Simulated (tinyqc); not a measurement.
Inside a calculation: two-band tight binding of a puckered layer. Values are carried at full precision from step to step, so a last printed digit may differ when a step is redone from the rounded ones.

With X = kx ax/2 and Y = ky ay/2: h = t2 + 2 cos(Y) (t1 exp(iX) + t3 exp(-iX)) + t5 exp(2iX), d = 4 t4 cos(X) cos(Y), H = [[d, h], [h*, d]], E = d -/+ |h|.

Constants: hbar^2/2m0 = 3.80998211 eV angstrom^2.

Values chosen for the exercise (near a published set for monolayer black phosphorus; not measured data):
- ax = 4.37 angstrom (period along x (armchair))
- ay = 3.26 angstrom (period along y (zigzag))
- t1 = -1.223 eV (along the zigzag)
- t2 = 3.649 eV (across the pucker)
- t3 = -0.211 eV (second in the sheet)
- t4 = -0.099 eV (same sublattice)
- t5 = -0.06 eV (far across)
- k = (0.28, 0.59) 1/angstrom (wave vector)

## One k point

Form X, Y, h, d and the levels.

X, Y (rad): 0.61180  0.96170

h = 2.2854-0.7215i eV
d = -0.1855 eV

levels (eV): -2.5820  2.2111

## Expansion about Gamma

h = h0 + i chi kx + gx kx^2 + gy ky^2 and d = 4 t4 + ex kx^2 + ey ky^2, with h0 = t2 + 2 t1 + 2 t3 + t5, chi = ax (t1 - t3 + t5), gx = -ax^2 ((t1 + t3)/4 + t5/2), gy = -ay^2 (t1 + t3)/4, ex = -t4 ax^2/2, ey = -t4 ay^2/2. The gap is 2 h0.

h0 = 0.7210 eV
gap = 1.4420 eV
chi = -4.6846 eV angstrom

gx, gy, ex, ey (eV angstrom^2): 7.4191  3.8100  0.9453  0.5261

## Masses

Electrons: c/(ex + gx + chi^2/(2 h0)) along x, c/(ey + gy) along y; holes: the same with -ex and -ey; c = hbar^2/2m0. The coefficients stand in the order gx, gy, ex, ey.

masses (m0):
```
               x       y
electron  0.1616  0.8787
hole      0.1756  1.1602
```

density-of-states mass sqrt(mx my) (m0): electron 0.3768, hole 0.4514

my/mx: electron 5.44, hole 6.61

Along x the term chi^2/(2 h0) = 15.22 eV angstrom^2 couples the bands and makes both carriers light; along y it is absent.

## Checks

- Electron mass along x against a finite difference of the band: both 0.1616.

tinyqc: `OMP_NUM_THREADS=1 python tinyqc.py 1480607 1480608 out.jsonl`; about 0.01 s, one thread, shared Intel(R) Xeon(R) Processor @ 2.30GHz.
